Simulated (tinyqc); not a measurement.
Inside a calculation. Method: one-electron ion in a basis of Gaussians. One step of it, computed by the program tinyqc.

Problem. Generalised eigenproblem. Solve H C = S C e through S^(-1/2); each column has its largest component positive (the first on a tie).

H = T + V (hartree):
```
[[-2.181824, -1.868773, -0.895133, -0.324491, -0.106621],
 [-1.868773, -2.777251, -2.435779, -1.557554, -0.643482],
 [-0.895133, -2.435779, 3.316225, 2.443849, -1.535377],
 [-0.324491, -1.557554, 2.443849, 51.637874, 42.075393],
 [-0.106621, -0.643482, -1.535377, 42.075393, 323.105435]]
```

S:
```
[[1.000000, 0.501053, 0.103576, 0.016117, 0.002345],
 [0.501053, 1.000000, 0.500878, 0.103546, 0.016113],
 [0.103576, 0.500878, 1.000000, 0.500950, 0.103573],
 [0.016117, 0.103546, 0.500950, 1.000000, 0.500970],
 [0.002345, 0.016113, 0.103573, 0.500970, 1.000000]]
```

Give: eigenvalues of S; eigenvalues; coefficients.

Solution.

eigenvalues of S: [0.2430, 0.4595, 0.8627, 1.4346, 2.0001]

eigenvalues (hartree): [-3.0930, -1.2477, 7.4692, 68.5605, 405.5358]

coefficients:
```
[[0.3355, 1.0886, 0.3043, -0.0806, 0.0259],
 [0.7250, -0.7484, -0.8715, 0.2711, -0.0868],
 [0.1254, -0.1097, 1.1741, -0.7300, 0.2467],
 [0.0083, -0.0071, -0.0158, 1.2169, -0.6671],
 [0.0008, -0.0006, 0.0085, -0.0599, 1.1805]]
```

For Z = 5 and l = 1 the exact lowest level is -Z^2/(2 n^2) with n = l + 1: -3.125000 hartree.
